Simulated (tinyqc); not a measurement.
Isochronal anneals: hydrogen passivation of interface dangling bonds: competing passivation and dissociation with distributed barriers. Computed by tinyqc, a small Python program. Command: `OMP_NUM_THREADS=1 python tinyqc.py 3028946 3028947 out.jsonl passiv walk`. One thread of a shared host (Intel(R) Xeon(R) Processor @ 2.30GHz), about 0.02 s of CPU time with the checks.

P_b + H2 gives P_bH + H at the rate k_f [H2]; P_bH gives P_b + H at the rate k_d. All defects start unpassivated. E_f and E_d are Gaussian and independent.

Inputs (values chosen for the exercise, close to those used for P_b centres at the silicon-oxide interface):
```
quantity                                      value          unit
passivation prefactor k_f0                  3.6e-08        cm^3/s
mean passivation barrier E_f                   1.52            eV
spread sigma_f                                0.078            eV
dissociation prefactor k_d0                 6.4e+12           1/s
mean dissociation barrier E_d                  2.57            eV
spread sigma_d                                0.081            eV
H2 in the oxide per atm, solubility factor  5.5e+17  1/(cm^3 atm)
hydrogen pressure p                             0.1           atm
anneal time t                                  4200             s
```

Constants: k_B = 8.617333262e-05 eV/K.

Method:
- [H2] = solubility factor x p; a = k_f0 [H2] exp(-E_f/(k_B T)), d = k_d0 exp(-E_d/(k_B T)). For one pair of barriers the active share is y = [d + a exp(-(a + d) t)]/(a + d).
- Temperatures in kelvin are T(C) + 273.15.
- Average y over both Gaussians with 40 x 40 Gauss-Hermite points.
- Minimise the averaged y over T between 150 and 900 C: find where ln y is equal at T - 0.05 and T + 0.05 C; T is rounded to 0.1 C.

best temperature = 444.2 C

Active share after the time t:
```
T (C)     a (1/s)     d (1/s)  single barriers  distributed
200    1.2774e-07  2.7022e-15       9.9946e-01   9.9680e-01
250    4.5051e-06  1.1169e-12       9.8126e-01   9.3832e-01
300    8.5333e-05  1.6138e-10       6.9879e-01   6.0460e-01
350    1.0082e-03  1.0498e-08       1.4499e-02   1.4251e-01
400    8.2536e-03  3.6725e-07       4.4493e-05   7.6698e-03
450    5.0522e-02  7.8584e-06       1.5552e-04   8.4035e-04
500    2.4465e-01  1.1314e-04       4.6226e-04   1.8711e-03
600    3.3366e+00  9.3814e-03       2.8038e-03   8.0850e-03
700    2.6598e+01  3.1375e-01       1.1659e-02   2.5676e-02
800    1.4400e+02  5.4554e+00       3.6501e-02   6.3857e-02
```

What follows from these numbers?

The distributed share is least at 450 C among these rows, 8.4e-4, and the search puts the optimum at 444.2 C. On the cold side defects with high E_f survive; on the hot side dissociation, with the larger barrier, gains on passivation with an energy E_d - E_f = 1.05 eV. In that row single barriers give 1.6e-4, so the spread raises the floor. Caution: atomic hydrogen, which both passivates and depassivates, and further passivation during cooling are left out. Caution: shares below about 1e-3 in these rows are formal; measured passivation levels off well above them.

Extremes, crossings and ranges named in words are read from the listed rows.
